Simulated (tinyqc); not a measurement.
Starting guesses with plain Roothaan steps: SCF starting guesses in the 3-21g basis, for H2+, spin multiplicity 2. Computed by the program tinyqc with PySCF. 

Geometry (angstrom):
```
atom       x       y       z
H     0.0000  0.0000  0.0000
H     0.0000  0.0000  0.6320
```

lowest solution found by these runs and by PySCF with stability checks = -0.512990 hartree

UHF with one setting changed at a time; a run stops when the energy changes by less than 1e-09 hartree and the error matrix is below 1e-5. Starts: the lowest orbitals of the core Hamiltonian, of the Wolfsberg-Helmholz matrix (K = 1.75), projected atomic densities, random orbitals, and the highest orbitals of the core Hamiltonian (a deliberately bad start).

Largest element of the error matrix X^T (FDS - SDF) X:
```
iteration     core  Wolfsberg-Helmholz  atomic densities   random  highest core orbitals
1          1.2e-15             1.2e-01           1.5e-01  1.8e-01                2.2e-15
2          1.4e-15             3.3e-02           4.1e-02  1.3e-01                3.6e-02
3                -             8.9e-03           1.1e-02  5.3e-02                9.7e-03
4                -             2.4e-03           3.0e-03  2.1e-02                2.6e-03
5                -             6.6e-04           8.3e-04  8.1e-03                7.2e-04
6                -             1.8e-04           2.3e-04  3.1e-03                2.0e-04
8                -             1.3e-05           1.7e-05  4.4e-04                1.4e-05
10               -                   -                 -  6.2e-05                      -
```

How each run ends:
```
run                    iterations  E (hartree)         state
core                            2    -0.512990  lowest found
Wolfsberg-Helmholz              9    -0.512990  lowest found
atomic densities                9    -0.512990  lowest found
random                         13    -0.512990  lowest found
highest core orbitals           9    -0.512990  lowest found
```

5 of 5 runs reach the lowest solution found, in 2 to 13 iterations (fastest: core). The first errors are 1e-15, 1e-01, 1e-01, 2e-01, 2e-15.
